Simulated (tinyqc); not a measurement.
Atomic layer deposition: Langmuir saturation, growth per cycle and coating of deep features: one step, computed by the program tinyqc. Command: `OMP_NUM_THREADS=1 python tinyqc.py 3023931 3023932 out.jsonl ald walk`. One thread of a shared host (Intel(R) Xeon(R) Processor @ 2.30GHz), about 0.02 s of CPU time with the checks.

Precursor A sticks only on free sites, so a long enough pulse saturates; co-reactant B then frees the sites again.

Task: Steady growth per cycle. One cycle from coverage th0: pulse A gives th1 = th_s + (th0 - th_s) exp(-(k_a + k_d) t), th_s = k_a/(k_a + k_d); the purge leaves th2 = th1 exp(-k_d t_p); pulse B converts c_B th2 into film and leaves th3 = (1 - c_B) th2. Growth = G c_B th2. The periodic state has th0 = th3: th0 = (1 - c_B) e_p th_s (1 - e_a)/(1 - (1 - c_B) e_p e_a), with e_a = exp(-(k_a + k_d) t), e_p = exp(-k_d t_p). Share of impinging molecules used = q (th1 - th0)/(F t).

Inputs (values chosen for the exercise, modelled on hafnium oxide from an amide and water):
```
quantity                              value      unit
site density q                          2.9    1/nm^2
growth per cycle at saturation G       0.92  angstrom
temperature T                           300         C
pulse time t                              2         s
co-reactant completion per pulse c_B    0.9         -
purge time t_p                          3.3         s
```

k_a = 2.676867 1/s

k_d = 5.132218e-06 1/s

flux F = 7057.196 1/(nm^2 s)

Give: coverage after pulse A; growth per cycle; share of impinging molecules used.

Result:

coverage after pulse A = 0.99574

growth per cycle = 0.82446 angstrom

share of impinging molecules used = 1.8413e-04

The pulse is 5.35 filling times long: saturated.
